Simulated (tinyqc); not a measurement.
Trench capacitor in an array: capacitance, non-linearity, leakage and relaxation: charge lost after writing.

A film between two metal electrodes, each interface adding a series capacitance ci. The small-signal permittivity is ek (1 + aq E^2); the field is found with the linear permittivity. Leakage J = J0 sinh(E/Ef). After a voltage step the film passes a relaxation current kr C V tt^(-nr), tt being the time in seconds. The sidewall is a coaxial capacitor with radii a = dm/2 - t and b = dm/2, depth AR dm; the end face is left out.

Planar film: Cf = eps0 ek/t, 1/C = 1/Cf + 2/ci, EOT = 3.9 eps0/C, effective permittivity C t/eps0, E = (V/t) C/Cf. A capacitor written for t0 and then left open loses, as a share of C V, kr (tt^(1 - nr) - t0^(1 - nr))/(1 - nr) by relaxation and J tt/(C V) by leakage; both are taken as small, and rows far outside that range are left out.

Inputs (values chosen for the exercise); permittivity of the order of that of zirconium oxide:
```
symbol,value,unit,meaning
ek,33.3,,relative permittivity of the film
t,14,nm,film thickness
ci,47,uF/cm^2,capacitance of each electrode interface (dead layer and screening)
aq,0.008,cm^2/MV^2,quadratic field coefficient of the permittivity
V,0.8,V,bias
nr,0.954,,exponent of the relaxation current
kr,0.00067,,strength of the relaxation
J0,2.8e-10,A/cm^2,leakage prefactor
Ef,0.39,MV/cm,field for an e-fold rise of the leakage
t0,2e-8,s,duration of the write pulse
```

Constants: eps0 = 8.8541878128e-14 F/cm where lengths are in cm. Results are converted to the units shown.

The same in every row: leakage current (nA/cm^2) = 0.5007.

Results:
```
tt (s),relaxation current (nA/cm^2),loss by relaxation (%),loss by leakage (%),total loss (%)
1e-6,5.487e5,0.1271,3.238e-8,0.1271
1e-5,6.100e4,0.2133,3.238e-7,0.2133
0.0001,6782,0.3091,3.238e-6,0.3091
0.001,754.0,0.4156,3.238e-5,0.4156
0.01,83.82,0.5341,3.238e-4,0.5344
0.1,9.319,0.6657,0.003238,0.6690
10,0.1152,0.9748,0.3238,1.299
100,0.01280,1.156,3.238,4.394
```

Estimate the missing row, tt = 1 s.

Computed row:
```
tt (s),relaxation current (nA/cm^2),loss by relaxation (%),loss by leakage (%),total loss (%)
1,1.036,0.8121,0.03238,0.8445
```

With this row back in the table: The two currents are equal at tt = 2.14 s. The loss by relaxation grows from 0.127 to 1.16 %, by 0.0862 points over the first decade and 0.181 over the last, while the loss by leakage grows tenfold a decade. Leakage is the larger loss for tt = 100 s.

Numbers from tinyqc (`OMP_NUM_THREADS=1 python tinyqc.py 2102154 2102155 out.jsonl`; about 0.01 s on one thread of a shared Intel Xeon 2.30GHz).
